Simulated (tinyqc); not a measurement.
# Free and trapped electrons in a MOS channel with a dense trap tail: effects of single changes

p-type body, charge-sheet picture, full ionisation (an idealisation for deep acceptors), Boltzmann statistics for free electrons. e = Ec - EF at the surface. Acceptor-like traps of density D(E) = D0 + De exp(-E/Ew) at depth E below Ec, from 0 to Eu, hold n_t = integral of D(E)/(1 + exp((e - E)/Vt)). psi = Eg - Vt ln(Nv/Na) - e; N_dep = sqrt(2 eps0 eps_r Na (psi - Vt)/q); n_f = sqrt(N_dep^2 + 2 eps0 eps_r Vt Nc exp(-e/Vt)/q) - N_dep; Vg = Vfb + psi + q (N_dep + n_t + n_f)/Cox, Cox = eps0 eox/tox.

Values chosen for this exercise; band and dielectric values close to those of gallium nitride: temperature T = 475 K; band gap Eg = 3.34 eV; relative permittivity eps_r = 9.42; conduction-band density of states at T Nc = 4.5e18 cm^-3; valence-band density of states at T Nv = 9.14e19 cm^-3; relative permittivity of the insulator eox = 3.9; insulator thickness tox = 61 nm; acceptor density Na = 7.6e15 cm^-3; flat-band voltage without trapped charge Vfb = -2.77 V; constant background density of acceptor-like traps D0 = 1.3e10 cm^-2 eV^-1; density of the tail at the conduction edge De = 7.9e13 cm^-2 eV^-1; decay energy of the tail Ew = 0.14 eV; depth below Ec down to which the traps reach Eu = 0.75 eV; mobility of free electrons mf = 210 cm^2/(V s).

Constants: q = 1.602176634e-19 C, kB = 1.380649e-23 J/K, Vt = kB T/q, eps0 = 8.8541878128e-14 F/cm where lengths are in cm. Results are converted to the units shown.

Each table varies one quantity; the others keep the values above.

## Free and trapped charge against gate voltage

Free share n_f/(n_f + n_t); swing ln 10 n_f/(dn_f/dVg); field-effect mobility mf q (dn_f/dVg)/Cox, for a constant mf; oxide field q (N_dep + n_t + n_f)/(eps0 eox).

Result of one run:

| Vg (V) | e (eV) | n_f (cm^-2) | n_t (cm^-2) | free share (%) | swing (mV/decade) | field-effect mobility (cm^2/(V s)) | oxide field (MV/cm) |
|---|---|---|---|---|---|---|---|
| 1.2 | 0.5906 | 1.211e6 | 1.383e11 | 8.753e-4 | 483.5 | 0.003427 | 0.2631 |

What becomes of these results when the gate voltage Vg is changed from 1.2 to 9.8 V, all else the same?

Result of the changed run:

| Vg (V) | e (eV) | n_f (cm^-2) | n_t (cm^-2) | free share (%) | swing (mV/decade) | field-effect mobility (cm^2/(V s)) | oxide field (MV/cm) |
|---|---|---|---|---|---|---|---|
| 9.8 | 0.1998 | 1.545e10 | 2.989e12 | 0.5142 | 5980 | 3.535 | 1.609 |

The whole series:

| Vg (V) | e (eV) | n_f (cm^-2) | n_t (cm^-2) | free share (%) | swing (mV/decade) | field-effect mobility (cm^2/(V s)) | oxide field (MV/cm) |
|---|---|---|---|---|---|---|---|
| 1.2 | 0.5906 | 1.211e6 | 1.383e11 | 8.753e-4 | 483.5 | 0.003427 | 0.2631 |
| 4 | 0.3476 | 4.360e8 | 1.019e12 | 0.04275 | 2170 | 0.2750 | 0.6823 |
| 6.9 | 0.2559 | 4.009e9 | 2.000e12 | 0.2000 | 4053 | 1.354 | 1.143 |
| 9.8 | 0.1998 | 1.545e10 | 2.989e12 | 0.5142 | 5980 | 3.535 | 1.609 |
| 12.7 | 0.1589 | 4.054e10 | 3.970e12 | 1.011 | 7969 | 6.962 | 2.078 |
| 15.6 | 0.1263 | 8.544e10 | 4.936e12 | 1.702 | 1.003e4 | 11.65 | 2.548 |
| 18.5 | 0.09869 | 1.564e11 | 5.877e12 | 2.591 | 1.213e4 | 17.64 | 3.019 |
| 21.3 | 0.07484 | 2.559e11 | 6.757e12 | 3.650 | 1.406e4 | 24.92 | 3.474 |
| 24.2 | 0.05177 | 4.003e11 | 7.627e12 | 4.987 | 1.576e4 | 34.77 | 3.945 |

n_f reaches 1e11 cm^-2 at Vg = 16.3 V, against 1.68 V without traps. The free share rises from 8.75e-4 to 4.99 % and the field-effect mobility rises from 0.00343 to 34.8 cm^2/(V s), although mf = 210 is constant: in the last row 16.6 % of Cox dVg goes into free electrons. The swing in the first row is 483 mV a decade (Vt ln 10 = 94.3). For Vg = 21.3, 24.2 EF lies less than 2 Vt below the band edge, or above it, where degeneracy and confinement, left out, matter.

## Effect of the decay energy of the tail

VT is the Vg for n_f = 1e11 cm^-2; swing ln 10 n_f/(dn_f/dVg) at n_f = 1e8 cm^-2; the last three columns are for Vg = VT + 4.9 V, with free share n_f/(n_f + n_t) and field-effect mobility mf q (dn_f/dVg)/Cox; there EF is near the band edge, where Boltzmann statistics are rough.

Results:

| Ew (eV) | e at VT (eV) | VT (V) | q n_t/Cox at VT (V) | swing (mV/decade) | n_f (cm^-2) | free share (%) | field-effect mobility (cm^2/(V s)) |
|---|---|---|---|---|---|---|---|
| 0.03 | 0.1193 | 2.515 | 0.8350 | 125.7 | 7.407e11 | 35.58 | 101.0 |
| 0.05 | 0.1193 | 3.893 | 2.213 | 146.4 | 4.961e11 | 19.24 | 64.30 |
| 0.07 | 0.1193 | 5.949 | 4.268 | 239.1 | 3.817e11 | 11.53 | 46.15 |
| 0.09 | 0.1193 | 8.523 | 6.842 | 449.4 | 3.206e11 | 7.590 | 36.17 |
| 0.13 | 0.1193 | 14.65 | 12.97 | 1209 | 2.607e11 | 4.077 | 26.13 |
| 0.15 | 0.1193 | 17.98 | 16.30 | 1705 | 2.444e11 | 3.228 | 23.37 |
| 0.17 | 0.1193 | 21.37 | 19.69 | 2241 | 2.326e11 | 2.652 | 21.35 |

Estimate the missing row, Ew = 0.11 eV.

Computed row:

| Ew (eV) | e at VT (eV) | VT (V) | q n_t/Cox at VT (V) | swing (mV/decade) | n_f (cm^-2) | free share (%) | field-effect mobility (cm^2/(V s)) |
|---|---|---|---|---|---|---|---|
| 0.11 | 0.1193 | 11.46 | 9.785 | 780.4 | 2.843e11 | 5.398 | 30.11 |

With this row back in the table: As Ew goes from 0.03 to 0.17, VT rises from 2.52 to 21.4 V, its part due to traps rises from 0.835 to 19.7 V, the swing rises from 126 to 2240 mV/decade and the field-effect mobility falls from 101 to 21.4 cm^2/(V s).

Program tinyqc, `OMP_NUM_THREADS=1 python tinyqc.py 2222114 2222115 out.jsonl`; Intel Xeon 2.30GHz, shared host, one thread, about 0.02 s.
